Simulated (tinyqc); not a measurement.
Franz-Keldysh effect at a direct gap: one step. Absorption with and without the field. Three cases, with inputs chosen for the exercise.

Task: Put the factors in place of sqrt(E - Eg) in alpha_j and add the bands; a waveguide of length L changes its transmission by 4.343 (alpha(F) - alpha(0)) L dB.

Parabolic bands, vertical transitions, no excitons. For each hole band j: mr = me mj/(me + mj); joint density of states J_j(E) = (mr/c)^(3/2) sqrt(E - Eg)/(2 pi^2), both spins, c = hbar^2/2m0; averaged matrix element |e.p|^2 = m0 Ep/6; alpha_j(E) = 4 pi^2 alpha_f c Ep J_j/(3 nr E) in 1/angstrom (alpha_f the fine-structure constant, listed as alpha among the constants), times 1e8 for 1/cm.

Constants: hbar^2/2m0 = 3.80998211 eV angstrom^2; fine-structure constant alpha = 0.007297352564.

Case 1.

Values chosen (near those of GaAs; not measured data): Eg = 1.396 eV (direct gap); me = 0.0645 m0 (electron mass); mhh = 0.492 m0 (heavy-hole mass); mlh = 0.0824 m0 (light-hole mass); Ep = 25 eV (Kane energy); nr = 3.53 (refractive index); E = 1.399 eV (photon energy); L = 20 micrometre (length of a waveguide).

Scales:
```
hole     mr (m0)  th (meV)  length (angstrom)
heavy  0.0570243  62.24773             32.762
light  0.0361797  72.44165             38.127
```

Factors:
```
hole           b     Ai(b)     Ai'(b)  factor (eV^(1/2))  without field
heavy  -0.048195  0.367495  -0.258397          0.0574362       0.054772
light  -0.041413  0.365742  -0.258509          0.0611901       0.054772
```

Case 2.

Values chosen (near those of InP; not measured data): Eg = 1.355 eV (direct gap); me = 0.0771 m0 (electron mass); mhh = 0.628 m0 (heavy-hole mass); mlh = 0.0925 m0 (light-hole mass); Ep = 20.8 eV (Kane energy); nr = 3.37 (refractive index); E = 1.352 eV (photon energy); L = 120 micrometre (length of a waveguide).

Scales:
```
hole     mr (m0)  th (meV)  length (angstrom)
heavy  0.0686694  22.06421             50.146
light  0.0420504  25.98280             59.052
```

Factors:
```
hole          b     Ai(b)     Ai'(b)  factor (eV^(1/2))  without field
heavy  0.135967  0.319979  -0.255754          0.0240275       0.000000
light  0.115461  0.325232  -0.256585          0.0271547       0.000000
```

Case 3.

Values chosen (near those of InP; not measured data): Eg = 1.321 eV (direct gap); me = 0.0789 m0 (electron mass); mhh = 0.589 m0 (heavy-hole mass); mlh = 0.0871 m0 (light-hole mass); Ep = 20.7 eV (Kane energy); nr = 3.45 (refractive index); E = 1.323 eV (photon energy); L = 24 micrometre (length of a waveguide).

Scales:
```
hole     mr (m0)  th (meV)  length (angstrom)
heavy  0.0695794  27.31286             44.775
light  0.0413987  32.47371             53.236
```

Factors:
```
hole           b     Ai(b)     Ai'(b)  factor (eV^(1/2))  without field
heavy  -0.073226  0.373956  -0.257834          0.0398321       0.044721
light  -0.061588  0.370954  -0.258126          0.0425186       0.044721
```

Give: alpha_j in the field; alpha(F); alpha(0); change of loss.

Result:

Case 1.

alpha_j in the field (1/cm): heavy 987, light 531

alpha(F) = 1.52e+03 1/cm
alpha(0) = 1417 1/cm
change of loss = 0.882 dB

Without the field the loss over L is 12 dB, so this energy is of no use for a modulator. Above the gap the field raises the absorption at this energy; the sign alternates with energy (Franz-Keldysh oscillations). Excitons, which add a sharp peak at low field, are left out.

Case 2.

alpha_j in the field (1/cm): heavy 492, light 266

alpha(F) = 758 1/cm
alpha(0) = 0 1/cm
change of loss = 39.5 dB

Below the gap the field opens a tail where this model has no absorption; excitons and band tails absorb within some 10 to 20 meV of a real edge. Excitons, which add a sharp peak at low field, are left out.

Case 3.

alpha_j in the field (1/cm): heavy 826, light 405

alpha(F) = 1.23e+03 1/cm
alpha(0) = 1354 1/cm
change of loss = -1.28 dB

Without the field the loss over L is 14 dB, so this energy is of no use for a modulator. Above the gap the field lowers the absorption at this energy; the sign alternates with energy (Franz-Keldysh oscillations). Excitons, which add a sharp peak at low field, are left out.

Computed by tinyqc, one run a case: `OMP_NUM_THREADS=1 python tinyqc.py N N+1 out.jsonl` with N = 1682474, 1682599, 1682681; one thread of a shared Intel(R) Xeon(R) Processor @ 2.30GHz, about 0.01 s a run at most.
